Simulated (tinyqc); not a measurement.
Competing polymorphs of an oxide film: bulk, surface, grain-boundary, dopant and field terms: one step, computed by the program tinyqc.

Phases: monoclinic m (reference), polar orthorhombic o, tetragonal t. Free energies per formula unit (f.u.); 1 J/m^2 x angstrom^3/nm = 6.241509 meV.

Task: Phase shares in a spread of grain sizes. With G = b + gamma Omega A (b the bulk free energy per formula unit, A the area per volume), two phases i, j cross at A_ij = (b_j - b_i)/(Omega (gamma_i - gamma_j)); o has a window only if A_mo < A_ot. Grain radii are log-normal by volume with median R and width sigma; the share with A above A* is that with radius below R*, R* = f_b/(A* - 2/h) (all grains if A* <= 2/h), share = (1/2) erfc[-ln(R*/R)/(sqrt 2 sigma)]. Effective permittivity of a layer of thickness h built of such grains, taken in parallel: sum of share x eps; EOT = interlayer + 3.9 h/eps.

Inputs (values chosen for the exercise, for a model oxide):

| quantity | value | unit |
|---|---|---|
| surface energy of m | 2.91 | J/m^2 |
| surface energy of o | 2.5 | J/m^2 |
| surface energy of t | 2.41 | J/m^2 |
| grain-boundary energy over surface energy | 0.43 | - |
| volume per formula unit Omega | 35.5 | angstrom^3 |
| film thickness h | 21 | nm |
| grain radius R | 20 | nm |
| temperature T | 500 | K |
| width sigma of ln R | 0.52 | - |
| interlayer thickness (SiO2) | 1 | nm |

Geometry: columnar grains in a film.

permittivities of m, o, t: 21  30  33

b (meV/f.u.): m 0.00, o 48.05, t 90.70

Give: volume shares; share of o; effective permittivity; equivalent oxide thickness.

Result:

volume shares: m 1.0000, o 0.0000, t 0.0000

share of o = 3.793e-09

effective permittivity = 21.00

equivalent oxide thickness = 4.900 nm

One phase holds nearly all the volume.
